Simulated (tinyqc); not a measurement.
Conductance of a narrow metal strip with scatterers (square lattice, Green functions): sweeps and comparisons. A value that a table varies takes the place of the one given here.

A strip of W sites across with hard walls, site energy 0 and hopping -t. Mode n = 1 to W has profile chi_n(j) = sqrt(2/(W + 1)) sin(n j pi/(W + 1)) and energy en = -2t cos(n pi/(W + 1)); E = en - 2t cos(kn a). With z_n = exp(i kn a) (Im k > 0 for closed modes, |z| < 1) each lead gives the self-energy -t z_n in mode n. One column carries the site energies v, here a notch at the edge (a site raised out of reach). In the mode basis V_nm = sum_j chi_n(j) v_j chi_m(j), G = (E - en + 2 t z_n - V)^-1, and t_nm = 2t sqrt(sin(kn a) sin(km a)) G_nm in size for open modes. T = sum |t_nm|^2, conductance (2e^2/h) T.

Constants: e^2/h = 3.874045865e-05 S.

Parameters, chosen for this exercise (hopping and spacing of the size met in Cu or Al; the lattice is a model; the results hold for these values, not for the real material): t = 0.98 eV (hopping); W = 3 (sites across); v = (50, 0, 0) eV (site energies in the scattering column); a = 2.41 angstrom (spacing); E = -0.02 eV (Fermi energy).

## Conductance steps with and without the scatterer

E is varied across the lower half of the band.

Against energy:
```
E/t    E (eV)  open modes       T  reflected
-3.30  -3.234           1  0.3388     0.6612
-2.95  -2.891           1  0.7222     0.2778
-2.65  -2.597           1  0.8496     0.1504
-2.30  -2.254           1  0.9374     0.0626
-1.95  -1.911           2  1.0079     0.9921
-1.65  -1.617           2  1.0478     0.9522
-1.30  -1.274           2  1.1053     0.8947
-0.95  -0.931           2  1.2181     0.7819
-0.65  -0.637           2  1.6186     0.3814
-0.30  -0.294           3  2.0009     0.9991
0.05    0.049           3  2.0011     0.9989
```

The clean strip goes from 1 to 3 open modes. The reflected flux ranges from 0.063 (E/t = -2.3) to 0.999 (E/t = -0.3). A scatterer on one site acts on one combination of modes only, so it can reflect at most one unit.

## The same scatterer in wider strips

Width (W + 1) a; the strength is the entry of v largest in size. The notch stays one site deep. Added resistance (1/T - 1/M)/(2 e^2/h), M the number of open modes.

Against width:
```
W   width (angstrom)   M        T     T/M  added resistance (ohm)
3                9.6   3   2.0011  0.6670                  2147.7
4               12.1   4   3.0010  0.7503                  1074.1
5               14.5   5   4.0010  0.8002                   644.5
6               16.9   6   5.0010  0.8335                   429.7
8               21.7   8   7.0010  0.8751                   230.2
10              26.5  10   9.0010  0.9001                   143.3
14              36.1  14  13.0009  0.9286                    70.8
20              50.6  20  19.0009  0.9500                    33.9
```

The added resistance is 2148 ohm at W = 3 and 33.9 at W = 20; from W = 10 to 20 it changes by a factor 0.24, where 1/M gives 0.50 and 1/M^2 gives 0.25. A point scatterer removes at most one unit of M (here 1.00 to 1.00), so its resistance is at most 1/(M (M - 1)) in units of h/2e^2, without bound for M = 1, with jumps where modes open or where the site sits near a node of the open modes; the largest value is at W = 3 (2148 ohm).

## What each change does

Open modes M, T and the added resistance (1/T - 1/M)/(2 e^2/h). Each row changes one parameter from the base and keeps the others.

Results:
```
case                M       T  added resistance (ohm)
base                3  2.0011                    2148
t = 1.019 eV        3  2.0011                    2147
E = 0.06 eV         3  2.0010                    2148
v = (50, 50, 0) eV  3  1.0018                    8581
```

The largest shifts from the base row, up to three for each result and ties (the steps differ in size, so this ranks the rows, not the parameters). M: unchanged at the printed digits by t, E and v. T: v -0.9992, E -0.0000; unchanged at the printed digits by t. added resistance (ohm): v +6433, t -0; unchanged at the printed digits by E.

Run: tinyqc, `OMP_NUM_THREADS=1 python tinyqc.py 1450720 1450721 out.jsonl`; Intel(R) Xeon(R) Processor @ 2.30GHz, one thread, shared host; about 0.01 s of CPU time with all checks.
